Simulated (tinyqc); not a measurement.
Scaling with the misfit: strain-driven roughening and islands of a mismatched epitaxial film. Computed by tinyqc, a small Python program. Command: `OMP_NUM_THREADS=1 python tinyqc.py 3015121 3015122 out.jsonl island walk`. One thread of a shared host (Intel(R) Xeon(R) Processor @ 2.30GHz), about 0.01 s of CPU time with the checks.

Film and substrate share isotropic elastic constants; the film is coherent and biaxially strained.

Inputs (values chosen for the exercise, for a model film):
```
quantity                                      value       unit
misfit |f|                                   0.0395          -
shear modulus G                                30.8        GPa
Poisson ratio nu                               0.31          -
surface energy gamma                          0.555      J/m^2
contact angle of the shallow shape theta_1       10    degrees
contact angle of the steep shape theta_2       32.6    degrees
facet energy of shape 1 over gamma            1.004          -
facet energy of shape 2 over gamma            1.015          -
surface mobility D_s nu_s Omega^2/(k_B T)   2.6e-34  m^6/(J s)
```

Transport: surface diffusion.

Constants: e = 1.602176634e-19 C.

Method:
- M = 2 G (1 + nu)/(1 - nu); stress = M f; energy density w = M f^2.
- A ripple A cos(k x) has the surface chemical potential per volume [gamma k^2 - 2 (1 + nu) w k] A cos(k x), so k_c = 2 (1 + nu) w/gamma. With surface diffusion the amplitude grows at the rate q = B k^2 [2 (1 + nu) w k - gamma k^2], fastest at k_m = (3/4) k_c. B is the surface mobility.
- Shallow faceted island (Tersoff form): E = 4 Gam V^(2/3) tan^(1/3)(theta) - 6 c V tan(theta), Gam = gamma [x/sin(theta) - 1/tan(theta)], x the facet energy over gamma, c = stress^2 (1 - nu)/(2 pi G).
- The barrier is the maximum of E, at V_c = [4 Gam/(9 c)]^3 / tan^2(theta) (1 GPa nm = 1 J/m^2).
- V_c = [4 Gam/(9 c)]^3/tan^2(theta), barrier = (4/3) Gam V_c^(2/3) tan^(1/3)(theta); the growth time is 1/q at k_m.

fastest wavelength = 9.72553 nm

growth time 1/q at k_m = 0.119341 s

critical volume, shape 1 = 1.47947 nm^3

barrier, shape 1 = 0.371666 eV

Misfit scaled at fixed constants:
```
|f| (%)  fastest wavelength (nm)  growth time (s)  V_c of shape 1 (nm^3)  barrier of shape 1 (eV)
0.9875                    155.61       7.8211e+03             6.0599e+03               9.5147e+01
1.3825                     79.39       5.2996e+02             8.0482e+02               2.4767e+01
1.9750                     38.90       3.0551e+01             9.4686e+01               5.9467e+00
2.7650                     19.85       2.0702e+00             1.2575e+01               1.5480e+00
3.9500                      9.73       1.1934e-01             1.4795e+00               3.7167e-01
5.5300                      4.96       8.0866e-03             1.9649e-01               9.6748e-02
```

What follows from these numbers?

Halving the misfit stretches the wavelength 4 times, the barrier 16 times, the volume 64 times and the time 256 times: f^(-2), f^(-4), f^(-6), f^(-8). Over these rows the time spans 6.0 decades: strongly mismatched films tend to roughen first, while dilute alloys have time to stay flat. Rows with wavelengths under 10 nm or volumes under 5 nm^3 are beyond the continuum picture. Caution: a wavelength of a few nanometres is at the limit of continuum theory, where steps and facets rule. Caution: a critical island of a few cubic nanometres holds a few hundred atoms at most, and edge energies, left out here, matter.

Extremes, crossings and ranges named in words are read from the listed rows.
